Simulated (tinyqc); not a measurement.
Kinetics of strain relaxation and threading dislocations in mismatched semiconductor layers. Inputs raised by 2 %, one at a time. Computed by tinyqc, a small Python program. Command: `OMP_NUM_THREADS=1 python tinyqc.py 3010525 3010526 out.jsonl threading sens`. One thread of a shared host (Intel(R) Xeon(R) Processor @ 2.30GHz), about 0.01 s of CPU time with the checks.

60-degree dislocations on {111} planes of a (001) layer, isotropic elasticity. The Schmid factor is 1/sqrt(6), and a misfit segment relieves strain with b/2.

Inputs (values chosen for the exercise, modelled on In(0.2)Ga(0.8)As on GaAs):

| quantity | value | unit |
|---|---|---|
| misfit f | 0.015 | - |
| shear modulus G | 43.1 | GPa |
| Poisson ratio nu | 0.32 | - |
| Burgers vector b | 4.05 | angstrom |
| glide activation energy Q | 1.33 | eV |
| velocity prefactor v0 | 10000 | m/s per MPa |
| layer thickness h | 140 | nm |
| anneal temperature T | 638 | K |
| anneal time t | 10 | s |
| initial thread density rho_0 | 1.6e+06 | 1/cm^2 |
| multiplication constant delta | 2600 | 1/m |
| reaction radius r_A | 37 | nm |
| final thickness of a thick uniform layer H | 2.8 | micrometre |
| aspect ratio of a trench | 2.6 | - |

Sources: multiplication.

Constants: k_B = 8.617333262e-05 eV/K.

Method:
- Excess resolved stress tau = (1/sqrt 6) [2 G (1 + nu)/(1 - nu)] (e - e_eq), e_eq = b (1 - nu/4) [ln(h/b) + 1]/(4 pi (1 + nu) h), the Matthews-Blakeslee strain of an uncapped layer; glide velocity v = v0 tau exp(-Q/(k_B T)), tau in MPa.
- Threads run in two directions, so de/dt = -(b/4) rho v, and they multiply as d rho/dt = delta rho v. With x = e - e_eq, x0 = f - e_eq (fully strained at t = 0) and v = m S x (m the mobility, S x = tau): rho = rho_0 + (4 delta/b)(x0 - x), so dx/dt = -k x (a - x), k = delta m S, a = x0 + b rho_0/(4 delta): a logistic law, x = a/[1 + (a/x0 - 1) exp(k a t)].
- The half time is that at which x = x0/2.
- A separate case, a thick relaxed layer. Pair reactions during growth: d rho/dh = -K rho^2 with K = 2 r_A tan(psi) and threads inclined by psi = 45 degrees (the <110> lines of {111} planes), so rho = 1/(K H) for a layer that starts with far more threads than that, as highly mismatched layers do. In a trench along [110] a thread on {111} rises at 54.74 degrees across the width, and leaves through the wall below the height w tan(54.74 degrees) = sqrt(2) w; the share of threads, evenly spread over the floor, that reach the top is max(0, 1 - a/sqrt 2) for the aspect ratio a.

Runs:

| input moved | from | to | excess stress tau (MPa) | half time (s) | strain left e | thread density at H (1/cm^2) |
|---|---|---|---|---|---|---|
| base run | - | - | 949.65 | 3.9670 | 0.0012017 | 4.8263e+08 |
| shear modulus G (GPa) | 43.1 | 43.962 | 968.64 | 3.8892 | 0.0011864 | 4.8263e+08 |
| glide activation energy Q (eV) | 1.33 | 1.3566 | 949.65 | 6.4355 | 0.0030663 | 4.8263e+08 |
| velocity prefactor v0 (m/s per MPa) | 10000 | 10200 | 949.65 | 3.8892 | 0.0011864 | 4.8263e+08 |
| anneal time t (s) | 10 | 10.2 | 949.65 | 3.9670 | 0.0011864 | 4.8263e+08 |
| initial thread density rho_0 (1/cm^2) | 1600000 | 1632000 | 949.65 | 3.9410 | 0.0011990 | 4.8263e+08 |
| reaction radius r_A (nm) | 37 | 37.74 | 949.65 | 3.9670 | 0.0012017 | 4.7316e+08 |
| final thickness of a thick uniform layer H (micrometre) | 2.8 | 2.856 | 949.65 | 3.9670 | 0.0012017 | 4.7316e+08 |

Exponents ln(y'/y) / ln(x'/x):

| input | excess stress tau | half time | strain left e | thread density at H |
|---|---|---|---|---|
| shear modulus G | 1 | -1.000 | -0.645 | 0 |
| glide activation energy Q | 0 | 24.432 | 47.306 | 0 |
| velocity prefactor v0 | 0 | -1.000 | -0.645 | 0 |
| anneal time t | 0 | 0.000 | -0.645 | 0 |
| initial thread density rho_0 | 0 | -0.331 | -0.110 | 0 |
| reaction radius r_A | 0 | 0.000 | 0.000 | -1 |
| final thickness of a thick uniform layer H | 0 | 0.000 | 0.000 | -1 |

Which inputs matter most for each result?

Among the inputs moved here: excess stress tau answers most in size to shear modulus G (exponent +1.000); its exponent is below 0.0005 for glide activation energy Q, velocity prefactor v0, anneal time t, initial thread density rho_0, reaction radius r_A, final thickness of a thick uniform layer H. half time answers most in size to glide activation energy Q (exponent +24.432), next to shear modulus G (-1.000); its exponent is below 0.0005 for anneal time t, reaction radius r_A, final thickness of a thick uniform layer H. Its exponent -1.000 in velocity prefactor v0: time scales with the inverse mobility. Strain left e answers most in size to glide activation energy Q (exponent +47.306), next to shear modulus G (-0.645); its exponent is below 0.0005 for reaction radius r_A, final thickness of a thick uniform layer H. thread density at H answers most in size to final thickness of a thick uniform layer H (exponent -1.000), and about equally to reaction radius r_A (-1.000); its exponent is below 0.0005 for shear modulus G, glide activation energy Q, velocity prefactor v0, anneal time t, initial thread density rho_0. Its exponent -1.000 in final thickness of a thick uniform layer H: pair reactions.

Caution (all rows): blocking of threads by crossing misfit lines, left out here, leaves real layers with more strain. Caution (all rows): at this small misfit a layer may start with fewer threads than 1/(K H), which is then only an upper bound.

Extremes, crossings and ranges named in words are read from the listed rows.
